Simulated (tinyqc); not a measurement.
Minority-electron transport through the base of a bipolar transistor (Moll-Ross and Kroemer integrals). Changing the base doping at the emitter edge N_0. Computed by tinyqc, a small Python program. Command: `OMP_NUM_THREADS=1 python tinyqc.py 3006194 3006195 out.jsonl base sweep`. One thread of a shared host (Intel(R) Xeon(R) Processor @ 2.30GHz), about 0.01 s of CPU time with the checks.

Low injection, one dimension, x from the emitter edge (0) to the collector edge (W), s = x/W. Recombination is treated as a small correction (valid for tau_B well below tau_n), computed from the stored charge.

Inputs (values chosen for the exercise, modelled on silicon):
```
quantity                                     value        unit
intrinsic density n_i at the emitter edge  9.2e+09      1/cm^3
base width W                                   440          nm
mu_min                                         200  cm^2/(V s)
mu_max                                        1330  cm^2/(V s)
N_ref                                      1.2e+17      1/cm^3
electron lifetime tau_n                        280          ns
emitter Gummel number G_E                  1.6e+13      s/cm^4
base-emitter voltage V_BE                      0.7           V
temperature T                                  300           K
doping ratio N_0/N(W)                           12           -
gap narrowing across the base dE_g             110         meV
```

Base doping profile: exponential. Gap grading: linear. Exit of the base: infinite sink.

Constants: k_B = 8.617333262e-05 eV/K; e = 1.602176634e-19 C.

Method:
- N(x) = N_0 (ratio)^(-s); n_i(x)^2 = n_i^2 exp(s dE_g/k_B T); D(x) = (k_B T/e) mu, mu = mu_min + (mu_max - mu_min)/(1 + (N/N_ref)^0.7).
- With y(x) = N n_i^2/(D n_i(x)^2): base Gummel number G_B = int_0^W y dx; J_C = e n_i^2 exp(e V_BE/k_B T)/G_B; n(x) = (J_C/e)(n_i(x)^2/(N n_i^2)) [int_x^W y dx]; transit time tau_B = (e/J_C) int n dx; trapezoid rule on 401 even points.
- Emitter-limited gain beta_E = G_E/G_B; recombination-limited gain beta_R = tau_n/tau_B; 1/beta = 1/beta_E + 1/beta_R; f_T from the base alone = 1/(2 pi tau_B).

One run for each value; columns: (1) base doping at the emitter edge N_0 (1/cm^3); (2) current gain beta; (3) collector current density J_C (A/cm^2); (4) base transit time tau_B (ps); (5) beta_E; (6) beta_R:
```
(1)             (2)        (3)    (4)        (5)    (6)
2.00e+17  2.297e+02  1.129e+02  10.38  2.317e+02  26977
4.30e+17  8.618e+01  4.214e+01  12.34  8.651e+01  22687
9.50e+17  3.072e+01  1.499e+01  15.31  3.077e+01  18283
4.50e+18  4.299e+00  2.095e+00  24.04  4.301e+00  11646
9.70e+18  1.728e+00  8.422e-01  29.15  1.729e+00   9605
2.10e+19  7.209e-01  3.512e-01  34.06  7.209e-01   8221
4.60e+19  3.072e-01  1.497e-01  38.28  3.072e-01   7315
1.00e+20  1.354e-01  6.594e-02  41.45  1.354e-01   6756
```

Give the missing row, base doping at the emitter edge N_0 (1/cm^3) = 2.10e+18.

Computed row; columns: (1) base doping at the emitter edge N_0 (1/cm^3); (2) current gain beta; (3) collector current density J_C (A/cm^2); (4) base transit time tau_B (ps); (5) beta_E; (6) beta_R:
```
(1)             (2)        (3)    (4)        (5)    (6)
2.10e+18  1.108e+01  5.401e+00  19.34  1.109e+01  14476
```

Interpolating between the two neighbouring rows (the first column on a logarithmic scale, the others too where they are positive) misses most in collector current density J_C (A/cm^2), by 1.7 %. Over the rows, current gain beta falls from 230 to 0.135 (exponent d ln y / d ln x -1.3 between the first rows and -1.1 between the last); collector current density J_C (A/cm^2) falls from 113 to 0.0659 (exponent d ln y / d ln x -1.3 between the first rows and -1.1 between the last); base transit time tau_B (ps) rises from 10.4 to 41.4 (exponent d ln y / d ln x 0.23 between the first rows and 0.10 between the last). At the high end the exponent of collector current density J_C is -1.06, close to -1: J_C is inverse to the Gummel number. Gap narrowing by heavy doping and the fall of the lifetime with N are left out; both matter at the high end.

Caution (rows 2.10e19, 4.60e19, 1.00e20): a current gain below 1 is far from a working transistor: the base is too heavily doped or too wide for this emitter and lifetime.
